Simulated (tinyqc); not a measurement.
Thin-film transistor with exponential tail and deep states, accumulation layer: one step of the calculation.

An undoped film in accumulation, thicker than the space-charge layer. With band bending psi the Fermi level lies E0 - psi below the band edge. Free electrons n = n0 exp(psi/Vt) carry the current; electrons in two exponential distributions of traps, a = a0 exp(psi/Va) and d = d0 exp(psi/Vp), do not. Linear regime, ohmic contacts, traps in equilibrium.

Task. Bulk densities. Va = kB Tt/q, Vp = kB Td/q; n0 = Nc exp(-E0/Vt), a0 = Nt th(T/Tt) exp(-E0/Va), d0 = Nd th(T/Td) exp(-E0/Vp), th(x) = pi x/sin(pi x).

Values chosen for this exercise; values close to those of amorphous silicon:
- T = 250 K (temperature)
- Nc = 5e19 cm^-3 (density of extended states)
- Nt = 1e20 cm^-3 (total density of tail states)
- Tt = 310 K (characteristic temperature of the tail)
- Nd = 7.5e17 cm^-3 (total density of deep states)
- Td = 1080 K (characteristic temperature of the deep states)
- E0 = 0.67 eV (bulk Fermi level below the band edge)

Constants: q = 1.602176634e-19 C, kB = 1.380649e-23 J/K, Vt = kB T/q. Results are converted to the units shown.

Find: Va; Vp; th(T/Tt); n0; a0; d0.

Result.

Va = 0.02671 V
Vp = 0.09307 V
th(T/Tt) = 4.435
n0 = 1.557e6 cm^-3
a0 = 5.682e9 cm^-3
d0 = 6.131e14 cm^-3

Computed by the program tinyqc: `OMP_NUM_THREADS=1 python tinyqc.py 2610037 2610038 out.jsonl`, one thread of a shared Intel Xeon 2.30GHz, about 0.02 s for the whole run.
